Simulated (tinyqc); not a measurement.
Inside a calculation. Model: capacitance measurement on a leaky thin oxide: effects of series resistance and leakage.

Numbers from tinyqc (`OMP_NUM_THREADS=1 python tinyqc.py 2022159 2022160 out.jsonl`; about 0.01 s on one thread of a shared Intel Xeon 2.30GHz). Printed values are rounded.

The device is a capacitance C in parallel with a leakage conductance G, in series with Rs and Ls. An impedance meter reports either a parallel pair (Cp, Gp) from Y = 1/Z = Gp + i w Cp or a series pair (Cs, Rm) from Z = Rm + 1/(i w Cs); w = 2 pi f, dissipation D = Gp/(w |Cp|).

Values chosen for this exercise; values of the order met in thin-oxide MOS capacitors:
- eox = 3.9 (relative permittivity of the gate insulator (close to silicon dioxide))
- tox = 1.1 nm (insulator thickness)
- A = 400 um^2 (gate area)
- zc = 0.45 nm (oxide-equivalent thickness added by the accumulation layer)
- zp = 0.12 nm (oxide-equivalent thickness added by gate depletion)
- Jg = 0.0014 A/cm^2 (gate leakage current density, not matched to the thickness)
- Vs = 0.43 V (voltage for an e-fold rise of the leakage)
- Rs = 14 ohm (series resistance)
- Ls = 0 nH (series inductance)
- f = 50000 Hz (measuring frequency)

Constants: eps0 = 8.8541878128e-14 F/cm where lengths are in cm. Results are converted to the units shown.

## True capacitance and conductance

EOT = 3.9 tox/eox; CET = EOT + zc + zp; C = 3.9 eps0 A/CET; G = Jg A/Vs.

EOT = 1.1 nm
CET = 1.67 nm
C = 8.27098 pF
G = 0.0130233 uS

## What the meter reports

Z = Rs + i w Ls + 1/(G + i w C).

Z = (0.01943-3.84842i) x 1e5 ohm
Cp = 8.27097 pF
Gp = 0.0131178 uS
Cs = 8.27119 pF
D = 0.00504840

Cp is within 0.01 % of C and Cs is within 0.01 % of it; G Rs = 1.82e-7, w C Rs = 3.64e-5 and G/(w C) = 0.00501.
